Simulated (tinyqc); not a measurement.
p-type polysilicon, carrier trapping at grain boundaries: two steps of the calculation.

One-dimensional grains of size Lg, uniform ionised doping N, monovalent traps Qt at each boundary at a depth Et below (for electrons) or above (for holes) the band edge there, abrupt depletion of width W on each side of a boundary, Boltzmann statistics. xi is the distance from the band edge at the grain centre to the Fermi level. Trapped charge Qt/(1 + exp((xi + VB - Et)/Vt)) = 2 N W, barrier VB = q N W^2/(2 eps0 eps_r).

Values chosen for this exercise; values of the order met in polycrystalline silicon:

| symbol | value | unit | meaning |
|---|---|---|---|
| T | 400 | K | temperature |
| eps_r | 11.7 |  | relative permittivity |
| NB | 4.08e19 | cm^-3 | valence-band density of states at T |
| Lg | 26 | nm | grain size |
| Qt | 1.3e12 | cm^-2 | trap density of a grain boundary |
| Et | 0.39 | eV | depth of the trap level from the majority band edge at the boundary |
| ms | 0.26 | m0 | mass for thermionic emission |
| fe | 0.5 |  | correction factor of the emission rate |
| mug | 97 | cm^2/(V s) | mobility inside the grains |
| N | 1.1e17 | cm^-3 | doping |

Constants: q = 1.602176634e-19 C, kB = 1.380649e-23 J/K, m0 = 9.1093837015e-31 kg, Vt = kB T/q, eps0 = 8.8541878128e-14 F/cm where lengths are in cm. Results are converted to the units shown.

Task 1. Depletion width, Fermi level and barrier. If the trap equation with xi = Vt ln(NB/N) has a root W < Lg/2, the grain is partly depleted; otherwise W = Lg/2 and the trap equation gives xi = Et - VB + Vt ln(Qt/(N Lg) - 1). N* = Qt/Lg.

Give: N*; W; xi; VB; share of traps filled.

Result 1.

N* = 5.000e17 cm^-3
W = 13.00 nm
xi = 0.4193 V
VB = 0.01438 V
share of traps filled = 0.2200

N is 0.220 N*, and the grain is fully depleted; VB = 0.417 Vt.

Task 2. Resistivity and effective mobility. n0 = NB exp(-xi/Vt); mean density n0 (1 - 2 W/Lg) by charge balance in a partly depleted grain, and n0 (sqrt(pi)/2) erf(u)/u with u = sqrt(VB/Vt) in a fully depleted one; v = sqrt(kB T/(2 pi ms m0)); barrier resistivity Vt exp(VB/Vt)/(q fe n0 v Lg); grain resistivity (1 - 2 W/Lg)/(q n0 mug); effective mobility 1/(q mean density total resistivity).

W = 13 nm
xi = 0.41925110 V
VB = 0.014375574 V

Wanted: n0; mean density; v; barrier resistivity; grain resistivity; resistivity; effective mobility.

Result 2.

n0 = 2.130e14 cm^-3
mean density = 1.867e14 cm^-3
v = 6.092e6 cm/s
barrier resistivity = 193.6 ohm cm
grain resistivity = 0.000 ohm cm
resistivity = 193.6 ohm cm
effective mobility = 172.7 cm^2/(V s)

The resistivity is 331 times that of a single crystal with the same N and mobility mug, and the mean density is 0.170 % of N. The effective mobility exceeds mug only because drift through the depleted grain is left out.

Computed by the program tinyqc: `OMP_NUM_THREADS=1 python tinyqc.py 2830308 2830309 out.jsonl`, one thread of a shared Intel Xeon 2.30GHz, about 0.01 s for the whole run.
